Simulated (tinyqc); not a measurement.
Raman shift of the zone-centre optical phonon of a diamond-structure crystal under stress: one step, computed by the program tinyqc.

Axes x, y, z are the cube axes. Strain shifts the threefold optical mode and can split it; p, q and r are the phonon deformation potentials.

Question. The line seen from a (001) surface. Backscattering from a (001) surface: incident polarisation (cos phi, sin phi, 0). With Raman tensors (R_z)_xy = (R_z)_yx = 1 and cyclic, only the z component u_z of a mode counts: I = u_z^2 sin^2(2 phi) for parallel and u_z^2 cos^2(2 phi) for crossed polarisers. An unresolved line sits at the intensity-weighted shift, which is M_zz/(2 omega_0).

Inputs (values chosen for the exercise, modelled on germanium): stress sigma (tension positive) = -1.2 GPa; polarisation angle phi = 30 degree.

Stress state: biaxial. Axis: [110].

M/(2 omega_0) (1/cm), rows x, y, z:
```
[[3.112957, -1.585123, 0.000000],
 [-1.585123, 3.112957, 0.000000],
 [0.000000, 0.000000, 2.584075]]
```

Give: total intensity, parallel; total intensity, crossed; shift of the observed line; shift per stress; stress per shift.

Answer.

total intensity, parallel = 0.75

total intensity, crossed = 0.25

shift of the observed line = 2.584 1/cm

shift per stress = -2.153 1/(cm GPa)

stress per shift = -464.4 MPa cm

The z-polarised mode is an eigenmode here, so one line is seen. Caution: this stress has components normal to the (001) face, so it cannot reach a free (001) surface; it can act on buried material.
